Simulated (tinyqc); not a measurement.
# Double-gate transistor, scale length and short-channel effects: several studies

A body of thickness ts between two insulators of thickness ti and two tied gates. Below threshold the potential that source and drain add obeys Laplace's equation and vanishes on the gate. Its lowest mode decays along the channel as exp(-k y); k is the smallest positive root of the matching condition at the interface, and the scale length is Lambda = pi/k.

Parameters, values chosen for the exercise; permittivities: semiconductor close to that of silicon, insulator close to that of hafnium oxide:

| symbol | value | unit | meaning |
|---|---|---|---|
| T | 293 | K | temperature |
| eps_r | 11.5 |  | relative permittivity of the semiconductor |
| ei | 22.3 |  | relative permittivity of the insulator |
| ti | 3.6 | nm | insulator thickness |
| ts | 9.1 | nm | body thickness |
| L | 35 | nm | channel length |
| Vbi | 0.86 | V | potential of the source |
| sT | 0.49 | V | potential of the barrier top at threshold |
| Vds | 0.7 | V | drain voltage |

Constants: q = 1.602176634e-19 C, kB = 1.380649e-23 J/K, Vt = kB T/q. Results are converted to the units shown.

Each table varies one quantity; the others keep the values above.

## Effect of the drain voltage

k is the smallest positive root of f(k) = ei cos(k ti) cos(k ts/2) - eps_r sin(k ti) sin(k ts/2). Along the channel psi(y) = s + a exp(y/l) + b exp(-y/l) with psi(0) = Vbi, psi(L) = Vbi + Vds and l = 1/k = Lambda/pi; with A = Vbi - s, B = A + Vds, x = exp(-L/l): a = (B - A x) x/(1 - x^2), b = (A - B x)/(1 - x^2). The minimum is s + 2 sqrt(a b), at y = (l/2) ln(b/a). The long-channel potential follows the gate as s = sT + (Vg - VTL)/m, and the threshold VT is the gate voltage at which the minimum equals sT. Swing = m Vt ln 10/g at threshold, g = d(minimum)/ds = 1 - (b x + a)/((1 + x) sqrt(a b)). DIBL = [VT(0.05 V) - VT(Vds)]/(Vds - 0.05 V). sT and Vbi are held fixed; m = 1.

The same in every row: Lambda (nm) = 13.56; L/Lambda = 2.581.

Result of one run:

| Vds (V) | VT - VTL at Vds (mV) | DIBL (mV/V) | swing (mV/decade) |
|---|---|---|---|
| 0.8 | -23.79 | 12.82 | 60.57 |

What becomes of these results when the drain voltage Vds is changed from 0.8 to 0.35 V, all else the same?

Result of the changed run:

| Vds (V) | VT - VTL at Vds (mV) | DIBL (mV/V) | swing (mV/decade) |
|---|---|---|---|
| 0.35 | -18.59 | 14.72 | 60.34 |

The whole series:

| Vds (V) | VT - VTL at Vds (mV) | DIBL (mV/V) | swing (mV/decade) |
|---|---|---|---|
| 0.2 | -16.52 | 15.67 | 60.27 |
| 0.35 | -18.59 | 14.72 | 60.34 |
| 0.5 | -20.46 | 13.97 | 60.41 |
| 0.65 | -22.18 | 13.35 | 60.49 |
| 0.8 | -23.79 | 12.82 | 60.57 |
| 0.95 | -25.30 | 12.36 | 60.65 |
| 1.1 | -26.73 | 11.96 | 60.73 |

As Vds goes from 0.2 to 1.1 V, Lambda stays at 13.6 nm, DIBL falls from 15.7 to 12.0 mV/V and the swing rises from 60.3 to 60.7 mV a decade.

## A higher permittivity at fixed equivalent oxide thickness

Same model as above.

The equivalent oxide thickness 3.9 ti/ei is held at 0.63 nm, so ti = 0.63 ei/3.9 nm.

Result of one run:

| ei | ti (nm) | Lambda (nm) | L/Lambda | DIBL (mV/V) | swing (mV/decade) |
|---|---|---|---|---|---|
| 35 | 5.654 | 15.37 | 2.277 | 21.82 | 62.05 |

What becomes of these results when the relative permittivity of the insulator ei is changed from 35 to 5, all else the same?

Result of the changed run:

| ei | ti (nm) | Lambda (nm) | L/Lambda | DIBL (mV/V) | swing (mV/decade) |
|---|---|---|---|---|---|
| 5 | 0.8077 | 12.62 | 2.773 | 9.613 | 59.88 |

The whole series:

| ei | ti (nm) | Lambda (nm) | L/Lambda | DIBL (mV/V) | swing (mV/decade) |
|---|---|---|---|---|---|
| 3.9 | 0.6300 | 12.60 | 2.777 | 9.555 | 59.87 |
| 5 | 0.8077 | 12.62 | 2.773 | 9.613 | 59.88 |
| 7.5 | 1.212 | 12.68 | 2.761 | 9.803 | 59.92 |
| 10 | 1.615 | 12.76 | 2.744 | 10.08 | 59.97 |
| 15 | 2.423 | 12.99 | 2.694 | 10.94 | 60.12 |
| 20 | 3.231 | 13.35 | 2.621 | 12.32 | 60.37 |
| 25 | 4.038 | 13.86 | 2.526 | 14.42 | 60.74 |
| 35 | 5.654 | 15.37 | 2.277 | 21.82 | 62.05 |

As ei goes from 3.9 to 35, Lambda rises from 12.6 to 15.4 nm, DIBL rises from 9.55 to 21.8 mV/V and the swing rises from 59.9 to 62.0 mV a decade. The ratio ei/ti is the same in every row, yet the insulator grows from 0.630 to 5.65 nm, and drain fields reach the channel sideways through it.

## Effect of the body thickness

Same model as above.

Results:

| ts (nm) | Lambda (nm) | L/Lambda | VT - VTL at Vds (mV) | DIBL (mV/V) | swing (mV/decade) |
|---|---|---|---|---|---|
| 3.6 | 9.2428 | 3.7867 | -3.3049 | 1.9013 | 58.486 |
| 4.5 | 9.8521 | 3.5525 | -4.7872 | 2.7556 | 58.643 |
| 5.7 | 10.733 | 3.2610 | -7.6060 | 4.3826 | 58.939 |
| 8.8 | 13.298 | 2.6321 | -20.904 | 12.100 | 60.329 |
| 11 | 15.282 | 2.2903 | -36.710 | 21.352 | 61.965 |
| 14 | 18.103 | 1.9334 | -67.460 | 39.560 | 65.104 |

Estimate the missing row, ts = 7 nm.

Computed row:

| ts (nm) | Lambda (nm) | L/Lambda | VT - VTL at Vds (mV) | DIBL (mV/V) | swing (mV/decade) |
|---|---|---|---|---|---|
| 7 | 11.765 | 2.9749 | -12.013 | 6.9329 | 59.401 |

With this row back in the table: As ts goes from 3.6 to 14 nm, Lambda rises from 9.24 to 18.1 nm, DIBL rises from 1.90 to 39.6 mV/V and the swing rises from 58.5 to 65.1 mV a decade. On average Lambda goes as ts^(0.49). At ts = 3.6 nm the semiconductor is under 4 nm thick, where quantum confinement shifts the threshold.

Computed by the program tinyqc: `OMP_NUM_THREADS=1 python tinyqc.py 2420170 2420171 out.jsonl`, one thread of a shared Intel Xeon 2.30GHz, about 0.01 s for the whole run.
